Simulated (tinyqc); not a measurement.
What moves the results: dielectric confinement in a thin film (image charges). A value that a table varies takes the place of the one given here.

A film |z| < t/2 of dielectric constant eps between half-spaces of dielectric constant e2; lam = (eps - e2)/(eps + e2), q = e^2/(4 pi eps0). The self-energy of a band edge is taken with the high-frequency value, e2 = eh, and the field of a fixed ion with the static one, e2 = eo. A charge at z has images lam^|n| at n t + (-1)^n z. Its self-energy is S(z) = (q/2 eps) sum over n >= 1 of lam^n [1/(n t - 2z) + 1/(n t + 2z)] for odd n and 2 lam^n/(n t) for even n; at the centre S(0) = -(q/(eps t)) ln(1 - lam).

Donor at the centre, lam from the static eo, trial function cos(pi z/t) exp(-rho/l): E(l) = c/(m l^2) - (q/eps) times the integral over k of F(k t) (1 + (k l/2)^2)^(-3/2), with F(x) = F0 + 2 lam exp(-x) G/(1 - lam exp(-x)), F0 = 2[(1 - exp(-x/2))/x + x (1 + exp(-x/2))/(x^2 + 4 pi^2)], G = 2 sinh(x/2)[1/x - x/(x^2 + 4 pi^2)]; c = hbar^2/2m0. The binding energy is -E at the minimum, counted from the subband edge with its self-energy.

Constants: e^2/(4 pi eps0) = 14.39964547 eV angstrom; hbar^2/2m0 = 3.80998211 eV angstrom^2; Ry = 13.60569312 eV.

Inputs chosen for the exercise (near those of a Si (100) film, two-fold valleys, between layers of HfO2; shifted at random, so the results belong to these values and not to a real crystal): eps = 11.8 (dielectric constant of the film); eh = 4 (high-frequency dielectric constant outside); eo = 22.2 (static dielectric constant outside); m = 0.192 m0 (mass in the plane); mz = 0.951 m0 (mass across the film); ts = (10, 15, 22, 32, 48, 70, 100) angstrom (thicknesses); t = 48 angstrom (film thickness).

## Thinning the film

<S> is the mean over (2/t) cos^2(pi z/t); confinement c (pi/t)^2/mz; donor binding with and without images.

Results:

| t (angstrom) | <S> (meV) | confinement (meV) | binding, no images (meV) | binding (meV) | l (angstrom) |
|---|---|---|---|---|---|
| 10 | 96.3 | 395.4 | 58.6 | 27.4 | 25.7 |
| 15 | 64.2 | 175.7 | 53.9 | 28.3 | 25.8 |
| 22 | 43.8 | 81.7 | 48.8 | 28.5 | 26.7 |
| 32 | 30.1 | 38.6 | 43.6 | 27.8 | 28.2 |
| 48 | 20.1 | 17.2 | 37.7 | 26.2 | 30.7 |
| 70 | 13.8 | 8.1 | 32.4 | 23.9 | 33.9 |
| 100 | 9.6 | 4.0 | 27.5 | 21.4 | 37.9 |

Between 100 and 10 angstrom the binding goes from 21.4 to 27.4 meV; quantum confinement alone would take it from 27.5 to 58.6, so the images supply -6.1 and -31.2 meV. |<S>| goes as 1/t and exceeds the confinement energy beyond 41 angstrom. For t well above a* = 33 angstrom the separable trial function underbinds, which affects the last rows. Hard-wall energies above 300 meV (up to t = 10 angstrom) overstate the confinement: walls are finite and valleys non-parabolic.

## Choice of the surrounding dielectric

The same film between different dielectrics; in this table one value e2 serves for both eo and eh.

Results:

| case | lam | <S> (meV) | binding (meV) | l (angstrom) |
|---|---|---|---|---|
| e2 = 1 | 0.844 | 52.0 | 125.8 | 25.7 |
| e2 = 2.5 | 0.650 | 30.4 | 86.5 | 26.5 |
| e2 = 3.9 | 0.503 | 20.6 | 69.7 | 27.0 |
| e2 = 7.5 | 0.223 | 7.6 | 49.0 | 28.2 |
| e2 = 16 | -0.151 | -4.4 | 31.6 | 29.9 |
| e2 = 25 | -0.359 | -9.8 | 24.5 | 31.0 |
| e2 = 80 | -0.743 | -18.3 | 14.4 | 33.3 |

The binding spans a factor 8.7, from 126 meV in vacuum to 14.4 meV for e2 = 80; going from 3.9 to 25 changes it by -45.2 meV and the band edge by -30.4 meV, so the binding responds 1.49 times as much as the edge (for an orbit much smaller than t the binding would change by twice the change of S(0), -51.2 meV; here l/t = 0.56 for e2 = 3.9).

## What each parameter does

<S> is the mean over (2/t) cos^2(pi z/t). Each row changes one parameter from the base and keeps the others.

Results:

| case | lam from eh | <S> (meV) | binding (meV) | l (angstrom) |
|---|---|---|---|---|
| base | 0.494 | 20.1 | 26.2 | 30.7 |
| t = 58 angstrom | 0.494 | 16.6 | 25.1 | 32.2 |
| eps = 10.6 | 0.452 | 19.8 | 30.0 | 28.5 |
| eo = 31.1 | 0.494 | 20.1 | 21.8 | 31.5 |
| eh = 5.2 | 0.388 | 14.7 | 26.2 | 30.7 |
| m = 0.23 m0 | 0.494 | 20.1 | 30.2 | 26.8 |

The largest shifts from the base row, up to three for each result and ties (the steps differ in size, so this ranks the rows, not the parameters). lam from eh: eh -0.105, eps -0.042; unchanged at the printed digits by t, eo and m. <S> (meV): eh -5.4, t -3.5, eps -0.2; unchanged at the printed digits by eo and m. binding (meV): eo -4.4, m +4.0, eps +3.8; unchanged at the printed digits by eh. l (angstrom): m -3.9, eps -2.2, t +1.5; unchanged at the printed digits by eh.

Run: tinyqc, `OMP_NUM_THREADS=1 python tinyqc.py 1252058 1252059 out.jsonl`; Intel(R) Xeon(R) Processor @ 2.30GHz, one thread, shared host; about 0.08 s of CPU time with all checks.
